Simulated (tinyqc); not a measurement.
The vacancy as the cations move: bond unit of a tetrahedral oxide and its oxygen vacancy in tight binding.

Without the oxygen the two hybrids face each other at distance R and couple by -V2, V2 = 3.22 x 2c/R^2, c = hbar^2/2m0: a bond at eh - V2 with two electrons and an antibond at eh + V2. Levels are measured from eop, the lone-pair level that stands for the top of the valence band.

Constants: hbar^2/2m0 = 3.80998211 eV angstrom^2.

Inputs chosen for the exercise (out of a larger set: near tabulated values for SiO2; not measured data):
- es = -14.84 eV (s level of the cation)
- ep = -7.6 eV (p level of the cation)
- eop = -16.69 eV (p level of oxygen)

R is varied; eh = (es + 3 ep)/4. The last two columns are the band energies of the bond with two electrons, -2 V2, and with one, -V2.

Against R (eV):

| R (angstrom) | V2 | bond level | antibond level | two electrons | one electron |
|---|---|---|---|---|---|
| 2.20 | 5.069 | 2.211 | 12.349 | -10.139 | -5.069 |
| 2.35 | 4.443 | 2.837 | 11.723 | -8.886 | -4.443 |
| 2.70 | 3.366 | 3.914 | 10.646 | -6.731 | -3.366 |
| 3.00 | 2.726 | 4.554 | 10.006 | -5.453 | -2.726 |
| 3.30 | 2.253 | 5.027 | 9.533 | -4.506 | -2.253 |
| 3.70 | 1.792 | 5.488 | 9.072 | -3.585 | -1.792 |
| 4.20 | 1.391 | 5.889 | 8.671 | -2.782 | -1.391 |

Give the missing row, R (angstrom) = 2.50.

Computed row:
```
R (angstrom)     V2  bond level  antibond level  two electrons  one electron
2.50          3.926       3.354          11.206         -7.852        -3.926
```

The bond level rises from 2.21 eV at 2.2 to 5.89 eV at 4.2 angstrom, towards the lone hybrid at 7.28 eV. Taking one electron away halves the pull between the cations (at 2.5 angstrom from 6.28 to 3.14 eV/angstrom), so the positive vacancy relaxes outward and its level moves up: capture and release of a hole take place at different energies.

Program tinyqc; command `OMP_NUM_THREADS=1 python tinyqc.py 1481940 1481941 out.jsonl`; about 0.01 s on one thread of a shared Intel(R) Xeon(R) Processor @ 2.30GHz.
